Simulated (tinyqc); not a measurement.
# Gate voltage for a wanted density

Problem. A HEMT has a barrier of thickness d, permittivity eb and off voltage Voff; energies are counted from the channel band edge at the interface. F = q (eta ns + Nb)/(eps0 ec) in eV/nm; E_k = a_k (C F^2/me)^(1/3), a_0 = 2.338107, a_1 = 4.087949, C = hbar^2/(2 m0); D = me m0 q/(pi hbar^2); ns = D Vt [ln(1 + exp((EF - E_0)/Vt)) + ln(1 + exp((EF - E_1)/Vt))], which gives EF = E_0 + Vt ln{2 s/[(1 + u) + sqrt((1 + u)^2 + 4 u s)]} with s = exp(ns/(D Vt)) - 1, u = exp((E_0 - E_1)/Vt). Charge control: ns + Nb = eps0 eb (Vg - Voff - EF)/(q d). Find E_0, E_1, EF and the Vg that gives this ns.

Inputs (values chosen for the exercise); material values close to those of AlGaN on GaN:
```
symbol   value   unit                                         meaning
T          300      K                                     temperature
d           12     nm                               barrier thickness
me        0.22     m0                    electron mass in the channel
ec         9.6                   relative permittivity of the channel
eta     0.6875         share of ns that counts in the confining field
Nb           0  cm^-2                  depletion charge of the buffer
```

Constants: q = 1.602176634e-19 C, kB = 1.380649e-23 J/K, hbar = 1.054571817e-34 J s, m0 = 9.1093837015e-31 kg, Vt = kB T/q, eps0 = 8.8541878128e-14 F/cm where lengths are in cm, hbar^2/(2 m0) = 0.0380998212 eV nm^2. Results are converted to the units shown.

ns = 4e12 cm^-2
eb = 9.4334000
Voff = -3.9375699 V

Solution. In this direction nothing needs iterating: ns fixes the field, the levels and EF, and the charge-control relation gives Vg.

E_0 = 0.1812 eV
E_1 = 0.3168 eV
EF = 0.2187 eV
Vg = -2.798 V

tinyqc, about 0.01 s, one thread, Intel Xeon 2.30GHz (shared host): `OMP_NUM_THREADS=1 python tinyqc.py 2180038 2180039 out.jsonl`
